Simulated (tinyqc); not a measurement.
Against temperature: two-band model of a narrow-gap semiconductor with electrons and holes. Computed by tinyqc, a small Python program. Command: `OMP_NUM_THREADS=1 python tinyqc.py 3021505 3021506 out.jsonl bipolar walk`. One thread of a shared host (Intel(R) Xeon(R) Processor @ 2.30GHz), about 0.07 s of CPU time with the checks.

Two parabolic bands with acoustic scattering (r = -1/2, a = 0), a gap that does not change with T, and fully ionised dopants. Melting is ignored, so values above the melting point are formal, and kappa_L does not change with T. eta_n = (E_F - E_c)/(k_B T), eta_p = -eta_n - E_g/(k_B T).

Inputs (values chosen for the exercise, for a model material):
```
quantity,value,unit
electron mass m_n,0.18,m_0
hole mass m_p,0.15,m_0
"electron mobility parameter mu_300,n",730,cm^2/(V s)
"hole mobility parameter mu_300,p",350,cm^2/(V s)
temperature exponent p,1.5,-
band gap E_g,0.4,eV
net doping N,1.4e+18,1/cm^3
lattice thermal conductivity kappa_L,1.7,W/(m K)
```

Doping: p-type.

Constants: k_B = 8.617333262e-05 eV/K; m_0 = 9.1093837015e-31 kg; k_B = 1.380649e-23 J/K; hbar = 1.054571817e-34 J s; e = 1.602176634e-19 C.

Method:
- With x = E/(k_B T), a = alpha k_B T (0 for a parabolic band), G = x (1 + a x), D = 1 + 2 a x and <y> = int y f (1 - f) dx, f = 1/(1 + exp(x - eta)): tau = tau_0 G^r/D; transport function s = G^(3/2 + r)/D^2; n = N_0 <G^(3/2)> with N_0 = (2 m k_B T)^(3/2)/(3 pi^2 hbar^3).
- Integrals over x = E/(k_B T) use 160 Gauss-Legendre points in u = sqrt(x) from 0 to sqrt(max(eta, 0) + 32).
- sigma = e mu_0 N_0 <s> with mu_0 = e tau_0/m = mu_300 (T/300 K)^(-p); |S| = (k_B/e)(<x s>/<s> - eta); Lorenz number L = (k_B/e)^2 (<x^2 s>/<s> - (<x s>/<s>)^2); kappa_e = L sigma T; zT = S^2 sigma T/(kappa_L + kappa_e).
- Neutrality: p - n = N, with n = N_0(m_n) <x^(3/2)> at eta_n and p = N_0(m_p) <x^(3/2)> at eta_p.
- Both bands together (these totals replace the one-band zT): sigma = sigma_n + sigma_p; S = (sigma_p |S_p| - sigma_n |S_n|)/sigma; kappa_bip = (sigma_n sigma_p/sigma)(|S_n| + |S_p|)^2 T; kappa_e = (L_n sigma_n + L_p sigma_p) T; zT = S^2 sigma T/(kappa_L + kappa_e + kappa_bip); weak-field R_H = (r_p sigma_p^2/p - r_n sigma_n^2/n)/(e sigma^2), where the Hall factors r_n and r_p are <x^(3/2)> <x^(1/2)>/<s>^2.

The same sample:
```
T (K),n (1/cm^3),p (1/cm^3),sigma (S/cm),S (microvolt/K),kappa_bip (W/(m K)),zT,R_H (cm^3/C)
150,3.5906e+03,1.4000e+18,126.80,114.78,1.3045e-13,1.4441e-02,4.8092
200,2.6773e+07,1.4000e+18,88.89,143.02,5.0551e-10,2.1008e-02,4.9044
250,6.4319e+09,1.4000e+18,66.69,166.75,7.4164e-08,2.6825e-02,4.9728
300,2.7216e+11,1.4000e+18,52.35,187.08,2.1207e-06,3.1850e-02,5.0228
350,4.2205e+12,1.4000e+18,42.47,204.80,2.3815e-05,3.6165e-02,5.0601
400,3.4684e+13,1.4000e+18,35.33,220.43,1.4902e-04,3.9861e-02,5.0875
500,7.3348e+14,1.4007e+18,25.88,245.90,2.0282e-03,4.5427e-02,5.1010
600,6.1533e+15,1.4062e+18,20.20,259.52,1.1971e-02,4.7161e-02,4.9284
750,5.6122e+16,1.4561e+18,16.25,225.72,6.8303e-02,3.4742e-02,3.4707
900,2.4274e+17,1.6427e+18,17.03,114.49,1.7893e-01,1.0562e-02,0.8011
1050,6.4232e+17,2.0423e+18,21.33,11.92,2.9238e-01,1.5703e-04,-0.5667
1200,1.2594e+18,2.6594e+18,27.27,-44.45,3.9093e-01,3.0208e-03,-0.7870
```

What follows from these numbers?

Among the rows where S keeps the majority sign, zT is largest at 600 K and |S| at 600 K. Among these rows sigma is least at 750 K; at higher T thermal pairs outweigh the falling mobility. R_H changes sign between 900 and 1050 K. S changes sign between 1050 and 1200 K. kappa_bip reaches 0.391 W/(m K) at the last row, 0.230 times kappa_L.

Extremes, crossings and ranges named in words are read from the listed rows.
